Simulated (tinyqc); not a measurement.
Trap and transport parameters from the curve.

Inverse problem. A layer shows an ohmic current q n0 mu V/L, then a square law (9/8) th eps0 eps_r mu V^2/L^3 above Vx = 8 q n0 L^2/(9 th eps0 eps_r), and trap filling at V_TFL = q Nt L^2/(2 eps0 eps_r). th = y/(1 + y), y = (Nc/Nt) exp(-Et/kB T). The square-law current at V is given. Find th, n0, Nt and Et.

Parameters, values chosen for the exercise: temperature T = 350 K; relative permittivity eps_r = 10; mobility mu = 0.028 cm^2/(V s); thickness L = 660 nm; band density of states Nc = 2.5e19 cm^-3; voltage V = 7.1 V.

Constants: q = 1.602176634e-19 C, kB = 1.380649e-23 J/K, Vt = kB T/q, eps0 = 8.8541878128e-14 F/cm where lengths are in cm. Results are converted to the units shown.

Mott-Gurney J = 0.047414937 A/cm^2
Vx = 1.0839700 V
V_TFL = 24.829049 V

Solution. The square law gives th, Vx gives n0, V_TFL gives Nt, and th with Nt gives Et.

th = 0.00970
n0 = 1.50e13 cm^-3
Nt = 6.30e16 cm^-3
Et = 0.320 eV

Program tinyqc, `OMP_NUM_THREADS=1 python tinyqc.py 2370114 2370115 out.jsonl`; Intel Xeon 2.30GHz, shared host, one thread, about 0.01 s.
